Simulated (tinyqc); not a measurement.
# Worked calculation: a discretised effective-mass wire between two leads, recursive Green functions

Computed by the program tinyqc: `OMP_NUM_THREADS=1 python tinyqc.py 2660021 2660022 out.jsonl`, one thread of a shared Intel Xeon 2.30GHz, about 0.01 s for the whole run. Printed values are rounded.

Finite differences on a grid of step a give a chain with hopping -t, t = C/(m a^2), C = hbar^2/(2 m0), and site energies 2 t + U_i for the N = 8 sites of the device; the semi-infinite leads have site energy 2 t. Each slice is one site, and V = -t couples neighbouring slices.

Parameters, values chosen for the exercise: effective mass m = 0.065 m0; grid step a = 1.1 nm; potential on the sites 1 to N U = [0, 0.25, 0.25, 0.25, 0, 0, 0, 0] eV; energy above the band bottom of the leads E = 0.12 eV.

Constants: q = 1.602176634e-19 C, hbar = 1.054571817e-34 J s, h = 6.62607015e-34 J s, m0 = 9.1093837015e-31 kg, hbar^2/(2 m0) = 0.0380998212 eV nm^2. Results are converted to the units shown.

## Self-energy of the leads

Sigma = t^2 g(E - 2 t), g(x) = (x - i sqrt(4 t^2 - x^2))/(2 t^2) for |x| < 2 t and (x - sign(x) sqrt(x^2 - 4 t^2))/(2 t^2) otherwise; Gamma = i (Sigma - Sigma^dagger); both leads give the same.

t = 0.484422 eV
Sigma = -0.424422-0.233518i eV
Gamma = 0.467036 eV
open modes = 1

## Forward pass

Forward pass: g_1 = (E - H_1 - Sigma)^(-1), g_i = (E - H_i - V g_(i-1) V^dagger)^(-1), with Sigma also subtracted on the last slice; G_(i,1) = g_i V G_(i-1,1), starting from g_1. H_i is the block of slice i, its site energy.

```
site         g_i (1/eV)  G_(i,1) of the forward pass (1/eV)
1     -1.80863-0.99511i                   -1.80863-0.99511i
2     -1.32402-0.45844i                   -0.93903-1.03991i
3     -1.24560-0.17002i                   -0.48096-0.70481i
4     -1.23683-0.06118i                   -0.26728-0.43654i
5     -1.78899-0.04598i                   -0.22190-0.38427i
6     -2.32936-0.05858i                   -0.23949-0.43991i
7     -3.30196-0.15020i                   -0.35107-0.72108i
8      1.79675-1.37802i                    0.78691+0.39326i
```

## Transmission

G_(N,1) = 0.786914+0.393263i 1/eV

T(E) = Tr[Gamma G_(N,1) Gamma G_(N,1)^dagger]. Conductance (2 q^2/h) T(E).

T(E) = 0.168803
conductance = 13.0790 uS

Inverting the whole matrix gives the same value.

## Backward pass

Backward pass: G_NN = g_N, G_ii = g_i + g_i V^dagger G_(i+1,i+1) V g_i; local density of states -Im G_ii/pi on each site.

```
site        G_ii (1/eV)  local density of states (1/eV)
1     -1.68895-3.12000i                         0.99313
2     -1.73083-1.23843i                         0.39421
3     -1.74093-0.78455i                         0.24973
4     -1.73083-1.23843i                         0.39421
5     -1.68895-3.12000i                         0.99313
6     -0.07718-4.09173i                         1.30244
7      1.60633-3.25039i                         1.03463
8      1.79675-1.37802i                         0.43864
```

A site of an infinite clean chain has 1/(pi sqrt(4 t^2 - x^2)) = 0.682 1/eV at this energy (x counted from the band centre); the device goes from 0.250 (site 3) to 1.30 (site 6).

## States fed from the left, and the bond current

The full first column follows backwards from c_N = G_(N,1): c_i = G_(i,1)(forward) + g_i V^dagger c_(i+1). The density of states fed by the left lead is Gamma |c_i|^2/(2 pi), and the current on bond i is 2 t Gamma Im(c_(i+1) conj(c_i)) in units of T(E).

```
site         c_i (1/eV)  density fed from the left (1/eV)
1     -1.68895-3.12000i                          0.935604
2     -0.91946-1.91940i                          0.336682
3     -0.39671-1.23388i                          0.124865
4      0.01957-0.87949i                          0.057524
5      0.44111-0.76112i                          0.057524
6      0.75338-0.45421i                          0.057524
7      0.87902-0.03478i                          0.057524
8      0.78691+0.39326i                          0.057524
```

bond current, bond 1 to 7: 0.168803  0.168803  0.168803  0.168803  0.168803  0.168803  0.168803

The bond current is the same on every bond and equals T(E): the current is conserved.
